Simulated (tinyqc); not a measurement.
Orbital energy against energy difference: ionisation energy by orbital energies and by energy differences in the 6-31g* basis, for H6, spin multiplicity 1. Computed by the program tinyqc with PySCF. Command: `OMP_NUM_THREADS=1 python tinyqc.py 113050 113051 out.jsonl`; one thread of a shared host (Intel(R) Xeon(R) Processor @ 2.60GHz), about 20 s.

Geometry (angstrom):

| atom | x | y | z |
|---|---|---|---|
| H | 0.0000 | 0.0000 | 0.0000 |
| H | 0.0000 | 0.0000 | 0.7140 |
| H | 0.0000 | 0.0000 | 1.7030 |
| H | 0.0000 | 0.0000 | 2.4170 |
| H | 0.0000 | 0.0000 | 3.4050 |
| H | 0.0000 | 0.0000 | 4.1190 |

CCSD(T) difference in the same basis = 11.6948 eV

IP-EOM-CCSD = 11.7171 eV

The cation is unrestricted; errors are against CCSD(T) in this basis, not against experiment.

First vertical ionisation energy (eV):

| method | -e(HOMO) | E(cation) - E | error of -e(HOMO) | error of the difference |
|---|---|---|---|---|
| HF | 12.1815 | 11.372931 | 0.4867 | -0.3219 |
| LDA | 7.2002 | 11.305953 | -4.4946 | -0.3889 |
| PBE | 7.2904 | 11.392547 | -4.4045 | -0.3023 |
| B3LYP | 8.5129 | 11.710915 | -3.1820 | 0.0161 |
| PBE0 | 8.6780 | 11.637759 | -3.0168 | -0.0571 |
| CAM-B3LYP | 10.0592 | 11.755816 | -1.6356 | 0.0610 |
| LC-wPBE | 11.3880 | 11.845907 | -0.3068 | 0.1511 |

Koopmans errs by +0.49 eV and Delta-HF by -0.32 eV: relaxation, 0.81 eV, lowers the value and the missing correlation difference works against it. The PBE level is off by -4.4 eV through the wrong tail of its potential, though its energy difference is off by -0.30 eV; exact exchange deepens the level, and among the orbital energies LC-wPBE comes closest; among the differences B3LYP does.
